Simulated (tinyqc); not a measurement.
# Changing the overdrive V_ov

Model: thermal, flicker and telegraph noise of a field-effect transistor. Computed by tinyqc, a small Python program. Command: `OMP_NUM_THREADS=1 python tinyqc.py 3020196 3020197 out.jsonl noise sweep`. One thread of a shared host (Intel(R) Xeon(R) Processor @ 2.30GHz), about 0.01 s of CPU time with the checks.

Strong inversion, threshold roll-off and channel-length modulation left out; noise sources are uncorrelated and are given as one-sided spectral densities.

Inputs (values chosen for the exercise, modelled on a silicon n-channel):

| quantity | value | unit |
|---|---|---|
| width W | 6.9 | micrometre |
| length L | 25 | nm |
| electrical oxide thickness t | 1.9 | nm |
| mobility mu | 300 | cm^2/(V s) |
| saturation velocity v_s | 1.1 | 1e7 cm/s |
| thermal noise factor gamma | 1.4 | - |
| oxide trap density N_t | 1.7e+18 | 1/(eV cm^3) |
| oxide barrier phi | 2 | eV |
| oxide mass m_ox | 0.26 | m_0 |
| Hooge parameter alpha_H | 8e-05 | - |
| frequency f | 10 | Hz |
| temperature T | 200 | K |

Operating region: saturation. Flicker model: Hooge.

Constants: eps_0 = 8.8541878128e-12 F/m; hbar = 1.054571817e-34 J s; m_0 = 9.1093837015e-31 kg; e = 1.602176634e-19 C; k_B = 8.617333262e-05 eV/K; k_B = 1.380649e-23 J/K.

Method:
- C_ox = 3.9 eps_0/t; V_c = 2 v_s L/mu; I = W C_ox v_s V_ov^2/(V_ov + V_c); g_m = W C_ox v_s V_ov (V_ov + 2 V_c)/(V_ov + V_c)^2; g_d0 = mu C_ox (W/L) V_ov.
- Tunnelling length lambda = hbar/(2 sqrt(2 m_ox phi)); flat-band noise S_Vfb = e^2 k_B T lambda N_t/(W L C_ox^2 f). Hooge: S_I = I^2 alpha_H/(f N), N = W L C_ox V_ov/e (the source-end density).
- Thermal: S_I = 4 k_B T gamma g_d0; input-referred S_V = S_I/g_m^2; corner f_c where flicker equals thermal.
- Total input noise from 1 Hz to f_c: sqrt(S_V,thermal [f_c ln(f_c/1 Hz) + f_c - 1 Hz]).

One run for each value:

| overdrive V_ov (V) | input-referred thermal noise (nV/sqrt(Hz)) | corner frequency f_c (Hz) | flicker S_I/I^2 (1/Hz) | g_m (microsiemens) |
|---|---|---|---|---|
| 0.20 | 2.028 | 9.101e+07 | 2.044e-09 | 10639 |
| 0.25 | 2.130 | 1.113e+08 | 1.635e-09 | 11325 |
| 0.32 | 2.281 | 1.351e+08 | 1.278e-09 | 11964 |
| 0.40 | 2.454 | 1.572e+08 | 1.022e-09 | 12432 |
| 0.50 | 2.665 | 1.790e+08 | 8.177e-10 | 12801 |
| 0.63 | 2.924 | 2.006e+08 | 6.489e-10 | 13093 |
| 0.79 | 3.223 | 2.202e+08 | 5.175e-10 | 13305 |
| 1.00 | 3.583 | 2.388e+08 | 4.088e-10 | 13463 |

Over the rows, input-referred thermal noise (nV/sqrt(Hz)) rises from 2.03 to 3.58 (exponent d ln y / d ln x 0.22 between the first rows and 0.45 between the last); corner frequency f_c (Hz) rises from 9.10e7 to 2.39e8 (exponent d ln y / d ln x 0.90 between the first rows and 0.34 between the last); flicker S_I/I^2 (1/Hz) falls from 2.04e-9 to 4.09e-10 (exponent d ln y / d ln x about -1.0 throughout).
